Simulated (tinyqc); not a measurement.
Quantum point contact as a saddle point: two steps of the calculation.

Potential V0 - m wx^2 x^2/2 + m wy^2 y^2/2; energies are counted from V0. Mode n = 0, 1, ... transmits T_n(E) = 1/(1 + exp(-2 pi (E - E_n)/wx)), E_n = wy (n + 1/2); each mode carries 2 q^2/h.

Values chosen for this exercise:
- T = 1.5 K (temperature)
- wy = 1.9 meV (transverse quantum hbar wy)
- wx = 1.2 meV (curvature of the barrier hbar wx)
- mu = 5.65 meV (Fermi level above the saddle point)
- nE = 13 (points of the energy grid)
- xm = 8 (half-range of the grid in kB T)

Constants: q = 1.602176634e-19 C, kB = 1.380649e-23 J/K, h = 6.62607015e-34 J s, Vt = kB T/q. Results are converted to the units shown.

Problem 1. Transmissions at the Fermi level. At zero temperature g = G/(2 q^2/h) = sum T_n(mu); Fano factor sum T_n (1 - T_n)/sum T_n. Modes beyond those listed are in the sums but add less than 1e-4 to g.

Find: E_n; T_n; g; G; Fano factor.

Solution 1.

```
mode  E_n (meV)    T_n
0         0.950  1.000
1         2.850  1.000
2         4.750  0.991
3         6.650  0.005
4         8.550  0.000
```

g = 2.996
G = 232.2 uS
Fano factor = 0.004702

Problem 2. Thermal average on a coarse grid. g(T) = int g(E) (-df/dE) dE = int g(mu + x kB T) dx/(4 cosh^2(x/2)), g(E) the zero-temperature value at E, g = G/(2 q^2/h). Simpson's rule on nE equally spaced x from -xm to xm.

Give: x; E; g(E); weight; integral of the weight; g(T); g(T) divided by the integral of the weight.

Solution 2.

```
point        x  E (meV)    g(E)   weight
0      -8.0000   4.6159  2.3313  0.00034
1      -6.6667   4.7883  2.5499  0.00127
2      -5.3333   4.9606  2.7509  0.00478
3      -4.0000   5.1330  2.8817  0.01766
4      -2.6667   5.3053  2.9491  0.06075
5      -1.3333   5.4777  2.9805  0.16509
6       0.0000   5.6500  2.9964  0.25000
7       1.3333   5.8223  3.0093  0.16509
8       2.6667   5.9947  3.0299  0.06075
9       4.0000   6.1670  3.0733  0.01766
10      5.3333   6.3394  3.1641  0.00478
11      6.6667   6.5117  3.3264  0.00127
12      8.0000   6.6841  3.5445  0.00034
```

integral of the weight = 0.99332
g(T) = 2.9730
g(T) divided by the integral of the weight = 2.9929

Computed by the program tinyqc: `OMP_NUM_THREADS=1 python tinyqc.py 2740129 2740130 out.jsonl`, one thread of a shared Intel Xeon 2.30GHz, about 0.06 s for the whole run.
